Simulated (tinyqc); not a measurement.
# Single-electron transistor, orthodox theory and master equation: two studies

A metal island with n extra electrons joins the left lead (voltage V) and the right lead (0 V) by tunnel junctions and couples to a gate. Cs = CL + CR + Cg. Adding electron n + 1 costs mu(n) = [q (n + 1/2) - CL V - Cg Vg]/Cs (in volts); the Fermi levels are -V (left) and 0 (right). A jump that gains the energy W has the rate G(W) = (W/q)/(R [1 - exp(-W/Vt)]), W in volts, Vt = kB T/q. Sequential tunnelling only; I > 0 flows from left to right.

Parameters, values chosen for the exercise:
```
symbol,value,unit,meaning
CL,1.8,aF,capacitance of the left junction
CR,2.2,aF,capacitance of the right junction
Cg,0.56,aF,gate capacitance
RL,110,kohm,resistance of the left junction
RR,2200,kohm,resistance of the right junction
T,20,K,temperature
Vg,82,mV,gate voltage
```

Constants: q = 1.602176634e-19 C, kB = 1.380649e-23 J/K, Vt = kB T/q. Results are converted to the units shown.

Each table varies one quantity; the others keep the values above.

## Current against bias

Onto the island: from the left W = -V - mu(n), from the right W = -mu(n); off the island (n + 1 to n): to the left W = mu(n) + V, to the right W = mu(n). Steady state: p(n + 1)/p(n) = (sum of on rates)/(sum of off rates), normalised. I = q sum_n [p(n + 1) (off to left) - p(n) (on from left)]. Enough charge states are kept that the digits shown do not change.

Current against bias:

| V (mV) | I (nA) | mean n | states above 1 % | I (RL + RR)/V |
|---|---|---|---|---|
| 3.51 | 0.069138 | 0.0045 | 1 | 0.045501 |
| 13.5 | 0.38643 | 0.0028 | 1 | 0.066123 |
| 23.4 | 1.2389 | 0.0059 | 1 | 0.12230 |
| 33.4 | 2.8197 | 0.0000 | 3 | 0.19501 |
| 43.3 | 7.2951 | -0.1745 | 3 | 0.38918 |
| 53.3 | 16.301 | -0.6315 | 2 | 0.70650 |
| 63.2 | 20.637 | -0.7936 | 2 | 0.75430 |
| 73.2 | 23.311 | -0.8494 | 2 | 0.73563 |
| 83.2 | 25.558 | -0.8782 | 2 | 0.70959 |
| 93.1 | 27.808 | -0.9082 | 3 | 0.68997 |
| 103 | 32.383 | -1.0837 | 3 | 0.72625 |
| 113 | 39.958 | -1.4458 | 3 | 0.81684 |
| 123 | 44.729 | -1.6322 | 3 | 0.84003 |

What does the table show?

At zero temperature the blockade would end at V = 19.0 mV. The ratio I (RL + RR)/V moves up and down between 0.0455 and 0.840. Over the second half of the table the slope between rows varies from 0.519 to 1.75 times 1/(RL + RR): a Coulomb staircase, which a rerun with equal junctions shows much less.

## The Coulomb oscillation

Same model as above.

Here V = 13 mV.

The Coulomb oscillation:

| Vg (mV) | I (nA) | mean n |
|---|---|---|
| 0 | 0.037152 | -0.0032 |
| 28.6 | 0.027596 | -0.0003 |
| 57.2 | 0.11023 | 0.0006 |
| 85.8 | 0.42388 | 0.0033 |
| 114 | 1.1709 | 0.0125 |
| 143 | 2.3458 | 0.0424 |
| 172 | 3.3790 | 0.1488 |
| 200 | 2.9353 | 0.4675 |
| 229 | 1.0407 | 0.8540 |
| 257 | 0.21125 | 0.9758 |
| 286 | 0.037348 | 0.9968 |
| 315 | 0.027889 | 0.9997 |
| 343 | 0.10853 | 1.0006 |
| 372 | 0.42561 | 1.0033 |

I is largest, 3.38 nA, at Vg = 172 mV and smallest, 0.0276 nA, at 28.6 mV among the rows; the pattern repeats every q/Cg = 286 mV. At zero temperature current flows while mu(0) lies between -V and 0, for Vg from 101 to 207 mV; the mean n moves from 0.00 to 1.00 over the table.

Range of the model: Cotunnelling, which dominates deep in the blockade, is left out.

Program tinyqc, `OMP_NUM_THREADS=1 python tinyqc.py 2780028 2780029 out.jsonl`; Intel Xeon 2.30GHz, shared host, one thread, about 0.01 s.
